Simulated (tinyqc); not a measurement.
Spin coating of a resist or spin-on film: centrifugal thinning, evaporation and the final thickness (Emslie and Meyerhofer models). Changing the evaporation rate at 1000 rpm e0. Computed by tinyqc, a small Python program. Command: `OMP_NUM_THREADS=1 python tinyqc.py 3112363 3112364 out.jsonl spincoat sweep`. One thread of a shared host (Intel(R) Xeon(R) Processor @ 2.30GHz), about 0.2 s of CPU time with the checks.

A Newtonian film stays uniform over the wafer; solvent and solids have the same density and the concentration is uniform through the thickness.

Inputs (values chosen for the exercise, of the order of those of a polymer resist in an ester solvent):
```
quantity,value,unit
solids volume fraction c0,0.16,-
kinematic viscosity of the solvent nu_s,1.6,mm^2/s
viscosity constant k,760,mm^2/s
viscosity exponent gamma,2.6,-
spin speed f,5000,rpm
starting thickness h0,100,micrometre
wafer radius R,50,mm
shrinkage in the bake,0.51,%
```

Method:
- omega = 2 pi f/60; nu(c) = nu_s + k c^gamma; evaporation rate e = e0 sqrt(f/1000 rpm).
- Flow constant K = 2 omega^2/(3 nu(c0)); Reynolds number of the air omega R^2/nu_air with nu_air = 15 mm^2/s.
- Meyerhofer estimate: flow rules until (1 - c0) K h^3 = e, then evaporation alone: h_w = (e/((1 - c0) K))^(1/3), dry film c0 h_w.
- Full model for solids s and liquid l per area, h = s + l, c = s/h: ds/dt = -c Q, dl/dt = -(1 - c) Q - e, Q = 2 omega^2 h^3/(3 nu(c)); integrated adaptively (relative tolerance 1e-9) until l = 0.
- Dry film = s at l = 0, before the bake; film after the bake = s x (1 - shrinkage).

One run for each value:
```
evaporation rate at 1000 rpm e0 (micrometre/s),dry film (nm),time to dry (s),wet thickness h_w (micrometre)
0.010,191.9,51.845,1.0557
0.021,245.7,31.614,1.3520
0.045,316.8,19.020,1.7430
0.097,409.2,11.397,2.2515
0.210,529.4,6.809,2.9127
0.440,677.4,4.158,3.7271
0.940,872.5,2.506,4.8003
2.000,1122.1,1.514,6.1740
```

Over the rows, dry film (nm) rises from 192 to 1120 (exponent d ln y / d ln x about 0.33 throughout); time to dry (s) falls from 51.8 to 1.51 (exponent d ln y / d ln x about -0.67 throughout); wet thickness h_w (micrometre) rises from 1.06 to 6.17 (exponent d ln y / d ln x about 0.33 throughout). The exponent of dry film stays at 0.33: the cube root of the evaporation rate.
